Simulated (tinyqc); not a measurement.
Metal gate on a two-layer dielectric stack with fixed charge and a dipole: two steps of the calculation.

Gate, layer 2, layer 1, p-type semiconductor; x runs from the gate inwards. Charges are counted in units of +q. psi is the band bending at the surface, positive towards inversion. Classical charge, Boltzmann statistics, no interface traps.

Parameters, values chosen for the exercise; band and dielectric values close to those of silicon, layer 1 close to silicon dioxide, layer 2 close to zirconium oxide:

| symbol | value | unit | meaning |
|---|---|---|---|
| T | 300 | K | temperature |
| Eg | 1.13 | eV | band gap |
| eps_r | 11.6 |  | relative permittivity |
| Nv | 2.67e19 | cm^-3 | valence-band density of states at T |
| chi | 4.05 | eV | electron affinity |
| Na | 4.3e16 | cm^-3 | acceptor density |
| pM | 4.95 | eV | work function of the gate metal |
| t1 | 1.2 | nm | thickness of layer 1, next to the semiconductor |
| e1 | 3.99 |  | relative permittivity of layer 1 |
| t2 | 2.1 | nm | thickness of layer 2, next to the gate |
| e2 | 25.4 |  | relative permittivity of layer 2 |
| Q1 | 5.8e10 | cm^-2 | fixed charge at the semiconductor interface |
| Q2 | 1.5e12 | cm^-2 | fixed charge between the layers |
| r1 | 9.7e18 | cm^-3 | uniform charge density in layer 1 |
| r2 | -1.1e18 | cm^-3 | uniform charge density in layer 2 |
| Vd | 0.37 | V | flat-band shift by a dipole layer between the layers |
| ps | 0.964 | V | band bending psi of the working point |

Constants: q = 1.602176634e-19 C, kB = 1.380649e-23 J/K, Vt = kB T/q, eps0 = 8.8541878128e-14 F/cm where lengths are in cm. Results are converted to the units shown.

Problem 1. Equivalent thickness and work-function difference. EOT = 3.9 (t1/e1 + t2/e2), Cox = eps0/(t1/e1 + t2/e2); phi_ms = pM - (chi + Eg - Vt ln(Nv/Na)).

Give: EOT; Cox; share of layer 1 in the EOT; phi_ms.

Solution 1.

EOT = 1.4954 nm
Cox = 2.3092 uF/cm^2
share of layer 1 in the EOT = 78.437 %
phi_ms = -0.063740 V

Problem 2. Fields and voltage drops. Gauss: D = -Qs just inside the semiconductor; going towards the gate subtract q Q1, then q r1 t1, q Q2 and q r2 t2. Field = D/(eps0 e); the drop over a layer is its mean field times its thickness; Vg = phi_ms + Vd + psi + both drops.

Qs = -0.50219130 uC/cm^2

Find: D; field; drop over layer 2; drop over layer 1; Vg.

Solution 2.

| place | D (uC/cm^2) | field (MV/cm) |
|---|---|---|
| layer 2, gate side | 0.1031 | 0.046 |
| layer 2, inner side | 0.0661 | 0.029 |
| layer 1, outer side | 0.3064 | 0.867 |
| layer 1, semiconductor side | 0.4929 | 1.395 |
| semiconductor surface | 0.5022 | 0.489 |

drop over layer 2 = 0.007898 V
drop over layer 1 = 0.1358 V
Vg = 1.414 V

The same Vg follows from Vfb + psi - Qs/Cox. The largest field, 1.40 MV/cm in size, is at: layer 1, semiconductor side.

Range of the model: At the working point ps the carrier density at the surface is 1.0 times the band density of states, where degeneracy and quantisation, left out here, matter.

Program tinyqc, `OMP_NUM_THREADS=1 python tinyqc.py 2010057 2010058 out.jsonl`; Intel Xeon 2.30GHz, shared host, one thread, about 0.01 s.
